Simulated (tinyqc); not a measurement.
p-n diode, drift-diffusion by the Gummel loop with Scharfetter-Gummel fluxes: two steps of the calculation.

Abrupt junction at x = 0, p side from -Lp, n side to Ln, ohmic contacts. psi is counted from the intrinsic level; n = ni exp((psi - phin)/Vt), p = ni exp((phip - psi)/Vt). Contacts: p side psi = V - Vt ln(Na/ni), p = Na, n = ni^2/Na; n side psi = Vt ln(Nd/ni), n = Nd, p = ni^2/Nd. Constant mobilities, D = mu Vt, Boltzmann statistics, SRH recombination through a mid-gap level, U = (n p - ni^2)/(tp (n + ni) + tn (p + ni)). Current is positive from the p contact to the n contact.

Inputs (values chosen for the exercise); band and dielectric values close to those of cadmium telluride:
- T = 300 K (temperature)
- eps_r = 10.2 (relative permittivity)
- Na = 9.6e16 cm^-3 (acceptor density of the p side)
- Nd = 1.8e17 cm^-3 (donor density of the n side)
- mun = 470 cm^2/(V s) (electron mobility)
- tn = 2e-8 s (SRH lifetime of electrons)
- tp = 4e-9 s (SRH lifetime of holes)
- G = 0 cm^-3 s^-1 (uniform generation rate)
- V = 0.51 V (bias of the p contact)

Constants: q = 1.602176634e-19 C, kB = 1.380649e-23 J/K, Vt = kB T/q, eps0 = 8.8541878128e-14 F/cm where lengths are in cm. Results are converted to the units shown.

Question 1. Poisson equation. With phin and phip held, solve a_i (psi_(i+1) - psi_i) - a_(i-1) (psi_i - psi_(i-1)) + q w_i (p_i - n_i + C_i) = 0 for the inner nodes by Newton steps to convergence; a_i = eps0 eps_r/h_i, h_i = x_(i+1) - x_i, w_i = (h_(i-1) + h_i)/2, C = -Na or +Nd.

| node | x (nm) | phin at the start (V) | phip at the start (V) |
|---|---|---|---|
| 0 | -630 | 0.51 | 0.51 |
| 1 | -411 | 0 | 0.51 |
| 2 | -262 | 0 | 0.51 |
| 3 | -160 | 0 | 0.51 |
| 4 | -90.6 | 0 | 0.51 |
| 5 | -43.3 | 0 | 0.51 |
| 6 | -11 | 0 | 0.51 |
| 7 | 11 | 0 | 0.51 |
| 8 | 60.7 | 0 | 0.51 |
| 9 | 173 | 0 | 0.51 |
| 10 | 427 | 0 | 0.51 |
| 11 | 1000 | 0 | 0.51 |
| 12 | 2300 | 0 | 0 |

ni = 1.3829194e6 cm^-3

Wanted: psi; n after Poisson; p after Poisson.

Answer 1.

| node | psi (V) | n after Poisson (cm^-3) | p after Poisson (cm^-3) |
|---|---|---|---|
| 0 | -0.1354 | 1.992e-5 | 9.600e16 |
| 1 | -0.1354 | 7361 | 9.600e16 |
| 2 | -0.1354 | 7362 | 9.599e16 |
| 3 | -0.1352 | 7403 | 9.545e16 |
| 4 | -0.1294 | 9283 | 7.612e16 |
| 5 | -0.0280 | 4.673e5 | 1.512e15 |
| 6 | 0.2566 | 2.830e10 | 2.497e10 |
| 7 | 0.5522 | 2.618e15 | 2.699e5 |
| 8 | 0.6594 | 1.651e17 | 4279 |
| 9 | 0.6616 | 1.799e17 | 3927 |
| 10 | 0.6616 | 1.800e17 | 3926 |
| 11 | 0.6616 | 1.800e17 | 3926 |
| 12 | 0.6616 | 1.800e17 | 1.062e-5 |

Question 2. Electron continuity. With psi and p held, F_i = (mun Vt/h_i) [n_(i+1) B(d_i) - n_i B(-d_i)], d_i = (psi_(i+1) - psi_i)/Vt, B(d) = d/(exp(d) - 1); solve F_i - F_(i-1) = w_i [(n_i p_i - ni^2)/den_i - G] for the new n, with den = tp (n + ni) + tn (p + ni) taken at the old n and p, h_i = x_(i+1) - x_i, w_i = (h_(i-1) + h_i)/2; phin = psi - Vt ln(n/ni).

| node | x (nm) | psi (V) | n after Poisson (cm^-3) | p after Poisson (cm^-3) |
|---|---|---|---|---|
| 0 | -630 | -0.13535426 | 1.9921523e-5 | 9.6e16 |
| 1 | -411 | -0.13535425 | 7361.1490 | 9.5999965e16 |
| 2 | -262 | -0.13535255 | 7361.6337 | 9.5993645e16 |
| 3 | -160 | -0.13520705 | 7403.1810 | 9.5454919e16 |
| 4 | -90.6 | -0.12935681 | 9283.2101 | 7.6123457e16 |
| 5 | -43.3 | -0.02804903 | 4.6729795e5 | 1.5122473e15 |
| 6 | -11 | 0.25661930 | 2.8301625e10 | 2.4969239e10 |
| 7 | 11 | 0.55223547 | 2.6178483e15 | 2.6994308e5 |
| 8 | 60.7 | 0.65937683 | 1.6513536e17 | 4279.3381 |
| 9 | 173 | 0.66159632 | 1.7993928e17 | 3927.2696 |
| 10 | 427 | 0.66160504 | 1.7999995e17 | 3925.9457 |
| 11 | 1000 | 0.66160505 | 1.8000000e17 | 3925.9447 |
| 12 | 2300 | 0.66160505 | 1.8e17 | 1.0624812e-5 |

ni = 1.3829194e6 cm^-3

Wanted: new n; phin after round 1.

Answer 2.

| node | new n (cm^-3) | phin after round 1 (V) |
|---|---|---|
| 0 | 1.992e-5 | 0.5100 |
| 1 | 2975 | 0.0234 |
| 2 | 5003 | 0.0100 |
| 3 | 6425 | 0.0037 |
| 4 | 9121 | 0.0005 |
| 5 | 4.673e5 | 0.0000 |
| 6 | 2.830e10 | 0.0000 |
| 7 | 2.618e15 | 0.0000 |
| 8 | 1.651e17 | 0.0000 |
| 9 | 1.799e17 | 0.0000 |
| 10 | 1.800e17 | 0.0000 |
| 11 | 1.800e17 | 0.0000 |
| 12 | 1.800e17 | 0.0000 |

Numbers from tinyqc (`OMP_NUM_THREADS=1 python tinyqc.py 2240099 2240100 out.jsonl`; about 0.1 s on one thread of a shared Intel Xeon 2.30GHz).
